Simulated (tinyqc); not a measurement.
Optical transitions of a finite quantum well, step by step. Values are carried at full precision from step to step, so a last printed digit may differ when a step is redone from the rounded ones.

Each carrier sees a square well of width L with its own depth V and masses m (inside), mb (outside); c = hbar^2/2m0, k = sqrt(m E/c), kappa = sqrt(mb (V - E)/c), and level n solves k L + 2 atan[(k/m)/(kappa/mb)] = n pi. The envelope is cos(kz) for odd n and sin(kz) for even n inside, joins exp(-kappa (|z| - L/2)) outside, and is normalised to 1. Excitons and band mixing are left out.

Constants: hbar^2/2m0 = 3.80998211 eV angstrom^2; hc = 1239.841984 eV nm; fine-structure constant alpha = 0.007297352564.

Parameters, chosen for this exercise (near those of an InGaAs well in InAlAs; the results hold for these values, not for the real material): L = 103 angstrom (well width); Eg = 0.804 eV (gap of the well); Vc = 0.496 eV (conduction offset); Vv = 0.204 eV (valence offset); me = 0.0399 m0 (electron, well); meb = 0.0767 m0 (electron, barrier); mh = 0.376 m0 (heavy hole along z, well); mhb = 0.393 m0 (heavy hole, barrier); ml = 0.0496 m0 (light hole along z, well); mlb = 0.0934 m0 (light hole, barrier); Ns = 1.5 x 1e12/cm^2 (electrons in e1); n_r = 3.37 (refractive index); G = 12 meV (half width of the line).

## Confinement energies

Up to three levels for each carrier.

Levels:
```
level,E (eV),k (1/angstrom),kappa (1/angstrom)
e1,0.0474,0.02228,0.09503
e2,0.1918,0.04482,0.07825
e3,0.4238,0.06662,0.03812
hh1,0.0072,0.02674,0.14246
hh2,0.0289,0.05336,0.13441
hh3,0.0644,0.07972,0.12000
lh1,0.0314,0.02022,0.06505
lh2,0.1264,0.04057,0.04360
```

## Interband transitions

From e1 and e2 to each hole level: E = Eg + E_e + E_h, wavelength hc/E, squared overlap of the envelopes, and the strength |<S|p|v>|^2 in units of P^2 at the subband edge: overlap^2 times 1/2 (hh) or 1/6 (lh) for light polarised in the plane (TE), times 0 (hh) or 2/3 (lh) along z (TM).

Transitions:
```
pair,E (eV),wavelength (nm),overlap^2,TE,TM
e1-hh1,0.8586,1444.0,0.9786,0.4893,0.0000
e1-hh2,0.8803,1408.5,0.0000,0.0000,0.0000
e1-lh1,0.8828,1404.4,0.9924,0.1654,0.6616
e1-hh3,0.9158,1353.8,0.0130,0.0065,0.0000
e1-lh2,0.9778,1267.9,0.0000,0.0000,0.0000
e2-hh1,1.0031,1236.1,0.0000,0.0000,0.0000
e2-hh2,1.0247,1210.0,0.9357,0.4679,0.0000
e2-lh1,1.0272,1207.0,0.0000,0.0000,0.0000
e2-hh3,1.0602,1169.4,0.0000,0.0000,0.0000
e2-lh2,1.1222,1104.8,0.9582,0.1597,0.6388
```

The edge is e1-hh1 at 1444 nm. Pairs of opposite parity vanish exactly; e1-hh3 is allowed by parity and reaches 0.0130, only because the two envelopes leak differently into the barriers.

## Intersubband transitions from e1

z_1j = <1|z|j>; 1/m1 = <1|1/m|1>; f_1j = (m1/c)(E_j - E_1) z_1j^2, which sums to 1 over all bound and continuum states.

Transitions:
```
pair,E (meV),wavelength (micrometre),|z| (angstrom),f
1-2,144.4,8.59,25.15,0.9686
1-3,376.4,3.29,0.00,0.0000
```

m1 = 0.0404 m0
sum of f over bound states = 0.9686

The continuum carries the remaining 0.0314. With hard walls z_12 = 16 L/(9 pi^2) = 18.55 angstrom and f_12 = 256/(27 pi^2) = 0.9607.

## Absorption of one well

For light polarised along z (a real waveguide or Brewster geometry adds an angle factor), with all electrons in e1 and none in e2, the peak fractional absorption is 4 pi alpha Ns c f_12/(n_r m1 G) and the area under the Lorentzian line is pi G times that, c = hbar^2/2m0; 1e12/cm^2 = 1e-4/angstrom^2. EF - E1 = 2 pi c Ns/m1 at zero temperature.

peak absorption = 3.108 %
area = 117.16 % meV
EF - E1 = 88.9 meV

EF lies below e2, as assumed.

## Checks

- Sum of f over all levels of a difference grid (60 cells across the well) against 1: 0.999 against 1.000.
- The strength f_12 on that grid against the matched envelopes: 0.968 against 0.969.

Run: tinyqc, `OMP_NUM_THREADS=1 python tinyqc.py 1252281 1252282 out.jsonl`; Intel(R) Xeon(R) Processor @ 2.30GHz, one thread, shared host; about 0.2 s of CPU time with all checks.
